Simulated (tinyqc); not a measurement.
Well width from the intersubband spacing.

Inverse problem. In an empty well of width L and depth Vb, level k solves kw L/2 = (k - 1) pi/2 + arctan(sqrt((mw/mb)(Vb - E)/E)) with kw = sqrt(mw E/C), C = hbar^2/(2 m0). Find L, E1 and E2 from the spacing.

Inputs (values chosen for the exercise); material values those of a made-up well: mass along z in the well mw = 0.0315 m0; mass along z in the barriers mb = 0.119 m0; barrier height Vb = 1.26 eV.

Constants: q = 1.602176634e-19 C, hbar = 1.054571817e-34 J s, m0 = 9.1093837015e-31 kg, hbar^2/(2 m0) = 0.0380998212 eV nm^2. Results are converted to the units shown.

E2 - E1 = 249.62674 meV

Answer. Both levels are solved for trial widths until their difference matches. A second level is bound only for L above 3.08 nm, and over that range one width gives this spacing.

L = 8.80 nm
E1 = 77.0 meV
E2 = 327 meV

tinyqc, about 0.2 s, one thread, Intel Xeon 2.30GHz (shared host): `OMP_NUM_THREADS=1 python tinyqc.py 2140027 2140028 out.jsonl`
